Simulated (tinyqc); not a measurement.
Born-von Karman spring model of a cubic crystal with one atom per cell: one step, computed by the program tinyqc.

First neighbours lie at a/2 (1,1,0) (12 of them), second at a (1,0,0) (6), with all permutations and signs; the volume per atom is Omega = a^3/4.

Task: Elastic constants from long waves. [ij,kl] = (1/(2 Omega)) sum_R K_ij R_k R_l; C11 = [xx,xx], C44 = [xx,yy], C12 = 2 [xy,xy] - C44; B = (C11 + 2 C12)/3; Zener ratio A = 2 C44/(C11 - C12). K(R) = kL n n^T + kT (1 - n n^T).

Inputs (values chosen for the exercise, for a model crystal): lattice constant a = 4.2 angstrom; radial spring k1L = 1.13 eV/angstrom^2; transverse spring k1T = -0.012 eV/angstrom^2; radial spring k2L = 0.27 eV/angstrom^2; transverse spring k2T = -0.0089 eV/angstrom^2.

Lattice: fcc.

Constants: 1 eV/angstrom^3 = 160.2176634 GPa.

Give: C11; C12; C44; bulk modulus B; Zener ratio A.

Result:

C11 = 126.5 GPa

C12 = 46.75 GPa

C44 = 40.37 GPa

bulk modulus B = 73.33 GPa

Zener ratio A = 1.013

C12 - C44 = 6.38 GPa: the Cauchy relation fails because sum_R kT R^2 is not zero; a negative sum gives a positive Cauchy pressure.
